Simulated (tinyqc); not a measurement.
The same stress in different states: Raman shift of the zone-centre optical phonon of a diamond-structure crystal under stress. Computed by tinyqc, a small Python program. Command: `OMP_NUM_THREADS=1 python tinyqc.py 3008337 3008338 out.jsonl ramanstress walk`. One thread of a shared host (Intel(R) Xeon(R) Processor @ 2.30GHz), about 0.01 s of CPU time with the checks.

Axes x, y, z are the cube axes. Strain shifts the threefold optical mode and can split it; p, q and r are the phonon deformation potentials.

Inputs (values chosen for the exercise, modelled on silicon):

| quantity | value | unit |
|---|---|---|
| unstrained frequency omega_0 | 520.7 | 1/cm |
| p/omega_0^2 | -1.91 | - |
| q/omega_0^2 | -2.26 | - |
| r/omega_0^2 | -0.721 | - |
| C11 | 164.8 | GPa |
| C12 | 63.01 | GPa |
| C44 | 79.66 | GPa |
| stress sigma (tension positive) | 2.9 | GPa |

Stress state: uniaxial. Axis: [210].

Method:
- S11 = (C11 + C12)/D, S12 = -C12/D, D = (C11 - C12)(C11 + 2 C12), S44 = 1/C44.
- eps_xx = S11 sigma_xx + S12 (sigma_yy + sigma_zz), and cyclic; eps_xy = S44 sigma_xy/2 (tensor strain).
- Secular matrix: M_xx = p eps_xx + q (eps_yy + eps_zz), M_xy = 2 r eps_xy; its eigenvalues are omega^2 - omega_0^2, and the shifts are these over 2 omega_0.
- Uniaxial: sigma n n^T; biaxial: sigma (1 - n n^T); hydrostatic: sigma 1. The line seen from (001) is taken as unresolved, at the intensity-weighted shift M_zz/(2 omega_0).

S44 = 12.5534 1/TPa

S11 = 7.69562 1/TPa

S12 = -2.12853 1/TPa

Shifts (1/cm):

| state | lowest | middle | highest | line seen from (001) |
|---|---|---|---|---|
| uniaxial [100] | -6.430 | -6.430 | -3.834 | -6.430 |
| uniaxial [110] | -8.549 | -6.430 | -1.715 | -6.430 |
| uniaxial [001] | -6.430 | -6.430 | -3.834 | -3.834 |
| uniaxial [111] | -10.120 | -3.287 | -3.287 | -5.564 |
| biaxial, normal [001] | -12.860 | -10.264 | -10.264 | -12.860 |
| biaxial, normal [111] | -13.407 | -13.407 | -6.573 | -11.129 |
| hydrostatic | -16.693 | -16.693 | -16.693 | -16.693 |

What does the comparison show, and why?

Seen from (001), uniaxial stress along [100] and along [110] give the same shift (-6.430), and equal biaxial stress in the plane gives twice as much (-12.860), since only sigma_xx + sigma_yy and sigma_zz enter M_zz. Stress along [001] gives -3.834. One measured shift therefore fixes the stress only once its state is assumed: read as uniaxial in the plane, a shift implies twice the stress that it does read as biaxial. In the two [111] rows the modes seen are split by 6.8 per cm, more than a line width, so two lines appear there in place of one.

Extremes, crossings and ranges named in words are read from the listed rows.
